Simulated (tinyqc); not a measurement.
Changing the film density rho: X-ray reflectivity of a thin film on silicon: critical angles, Parratt recursion, fringes and roughness. Computed by tinyqc, a small Python program. Command: `OMP_NUM_THREADS=1 python tinyqc.py 3120655 3120656 out.jsonl xrr sweep`. One thread of a shared host (Intel(R) Xeon(R) Processor @ 2.30GHz), about 0.01 s of CPU time with the checks.

n = 1 - delta + i beta; the classical electron radius is r_e = 2.8179403e-6 nm. Layer 0 is vacuum, 1 the film, 2 the substrate.

Inputs (values chosen for the exercise, modelled on HfO2 on silicon, copper K-alpha radiation):
```
quantity,value,unit
wavelength lambda,0.15406,nm
"effective electrons per unit mass, film",0.414,mol/g
"beta/delta, film",0.081,-
film thickness d,40.7,nm
roughness of the surface sigma_1,0.55,nm
roughness of the interface sigma_2,0.27,nm
substrate density,2.33,g/cm^3
"effective electrons per unit mass, substrate",0.507,mol/g
"beta/delta, substrate",0.023,-
grazing angle theta,1.57,degrees
```

Constants: N_A = 6.02214076e+23 1/mol.

Method:
- delta = r_e lambda^2 rho_e/(2 pi), rho_e = density x electrons per mass x N_A; critical angle sqrt(2 delta), q_c = 4 sqrt(pi r_e rho_e).
- k_j = (2 pi/lambda) sqrt(sin^2 theta - 2 delta_j + 2 i beta_j); r_ij = (k_i - k_j)/(k_i + k_j) x exp(-2 k_i k_j sigma^2) (Nevot-Croce); r = (r_01 + r_12 p)/(1 + r_01 r_12 p), p = exp(2 i k_1 d); R = |r|^2.
- Far above the critical angle the period is d theta = lambda/(2 d), or 2 pi/d in q; the envelope runs between (|r_01| - |r_12 p|)^2 and (|r_01| + |r_12 p|)^2; contrast = 2 a b/(a^2 + b^2) with a = |r_01|, b = |r_12 p|; roughness factors on the amplitudes are about exp(-q^2 sigma^2/2).

One run for each value:
```
film density rho (g/cm^3),critical angle of the film (degrees),contrast,reflectivity R
5.05,0.2966,0.9310,2.027e-05
5.99,0.3231,0.9746,2.058e-05
6.93,0.3475,0.9902,1.538e-05
7.86,0.3701,0.9960,7.101e-06
8.80,0.3916,0.9983,6.671e-07
9.74,0.4120,0.9991,3.491e-06
10.70,0.4318,0.9994,2.467e-05
11.60,0.4496,0.9994,6.878e-05
```

Over the rows, critical angle of the film (degrees) rises from 0.297 to 0.450 (exponent d ln y / d ln x about 0.50 throughout); contrast rises from 0.931 to 0.999; reflectivity R lies between 6.67e-7 and 6.88e-5 without a single trend. The exponent of critical angle of the film stays at 0.50: delta is proportional to the density.

Extremes, crossings and ranges named in words are read from the listed rows.
